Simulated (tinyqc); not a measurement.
Changing the heater half-width b: the 3-omega method: a line heater on a substrate with a thin film. Computed by tinyqc, a small Python program. Command: `OMP_NUM_THREADS=1 python tinyqc.py 3022302 3022303 out.jsonl threeomega sweep`. One thread of a shared host (Intel(R) Xeon(R) Processor @ 2.30GHz), about 0.02 s of CPU time with the checks.

A current at angular frequency omega = 2 pi f heats the line at 2 omega with the amplitude P per length; the temperature swing Delta T at 2 omega gives a voltage at 3 omega. The substrate is taken as semi-infinite and isotropic, and the heat capacity of heater and film is left out.

Inputs (values chosen for the exercise, modelled on a low-k dielectric on diamond):
```
quantity                                    value           unit
substrate conductivity kappa                 1810        W/(m K)
substrate heat capacity C                    1.83  1e6 J/(m^3 K)
power amplitude per length P                  9.5            W/m
current frequency f                            59             Hz
film thickness t                               34             nm
film conductivity kappa_f                     0.3        W/(m K)
interface resistance R_i                       19       m^2 K/GW
substrate thickness d_s                       380     micrometre
temperature coefficient of resistance beta      2         1e-3/K
voltage amplitude V_1                         2.5              V
```

Method:
- D = kappa/C; q = sqrt(2 i omega/D); penetration depth 1/|q| = sqrt(D/(2 omega)).
- Delta T_s = (P/(pi kappa)) int_0^infinity (sin x/x)^2 / sqrt(x^2 + (q b)^2) dx with (q b)^2 = i |q b|^2, averaged over the heater width (12 Gauss-Legendre points on each of the pieces 0, 14 log-spaced edges from 1e-5 to 1, and multiples of pi to 40 pi; the tail adds 1/(4 (40 pi)^2)).
- For |q| b much below 1: Delta T_s = (P/(pi kappa)) [-ln(|q| b) + eta - i pi/4], eta = 3/2 - C_E = 0.92278, with Euler's C_E = 0.5772157.
- One-dimensional flow across the film: Delta T_f = P (t/kappa_f + R_i)/(2 b); total in-phase swing Delta T = Delta T_s + Delta T_f; third-harmonic amplitude V_3 = V_1 beta |Delta T|/2 with the out-of-phase part included; the apparent film conductivity is t/(t/kappa_f + R_i).
- Take the in-phase swing at f and at 2f; in the narrow-line limit kappa = P ln 2/(2 pi [Delta T(f) - Delta T(2f)]), whatever the film and the heater width.

One run for each value; columns: (1) heater half-width b (micrometre); (2) error of the slope method (%); (3) in-phase Delta T_s (K); (4) Delta T_f (K); (5) film share of the in-phase swing; (6) |q| b:
```
(1)          (2)      (3)    (4)     (5)      (6)
0.50   7.101e-06  0.01448  1.257  0.9886  0.00043
0.94   2.510e-05  0.01343  0.669  0.9803  0.00081
1.80   9.177e-05  0.01234  0.349  0.9659  0.00156
3.40   3.272e-04  0.01128  0.185  0.9425  0.00294
6.30   1.124e-03  0.01025  0.100  0.9069  0.00545
12.00  4.076e-03  0.00917  0.052  0.8510  0.01039
22.00  1.370e-02  0.00816  0.029  0.7779  0.01905
42.00  4.986e-02  0.00708  0.015  0.6789  0.03636
80.00  1.804e-01  0.00600  0.008  0.5669  0.06926
```

Over the rows, error of the slope method (%) rises from 7.10e-6 to 0.180 (exponent d ln y / d ln x about 2.0 throughout); in-phase Delta T_s (K) falls from 0.0145 to 0.00600 (exponent d ln y / d ln x -0.12 between the first rows and -0.26 between the last); Delta T_f (K) falls from 1.26 to 0.00786 (exponent d ln y / d ln x about -1.0 throughout). The exponent of Delta T_f stays at -1: the flux is P/(2b). Narrow heaters keep the slope method exact and raise the film signal as 1/b, while the substrate signal changes only as ln b as long as |q| b is well below 1.

Caution (all rows): the penetration depth exceeds a fifth of the substrate thickness, so the back face is felt and the semi-infinite formula fails.
